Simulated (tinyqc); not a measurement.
Trap density from the leakage.

Inverse problem. Trap-assisted leakage is J = q Nt times the integral over x of the rate through one trap. Find Nt, the areal density Nt t and the mean in-plane spacing (Nt t)^(-1/2).

Values chosen for this exercise: thickness t = 6.7 nm.

Constants: q = 1.602176634e-19 C. Results are converted to the units shown.

J = 0.0038338934 A/cm^2
integral of the rate over x = 1.9941067e5 nm/s

Solution. J is proportional to Nt.

Nt = 1.20e18 cm^-3
Nt t = 8.04e11 cm^-2
in-plane spacing = 11.2 nm

Computed by the program tinyqc: `OMP_NUM_THREADS=1 python tinyqc.py 2370017 2370018 out.jsonl`, one thread of a shared Intel Xeon 2.30GHz, about 0.03 s for the whole run.
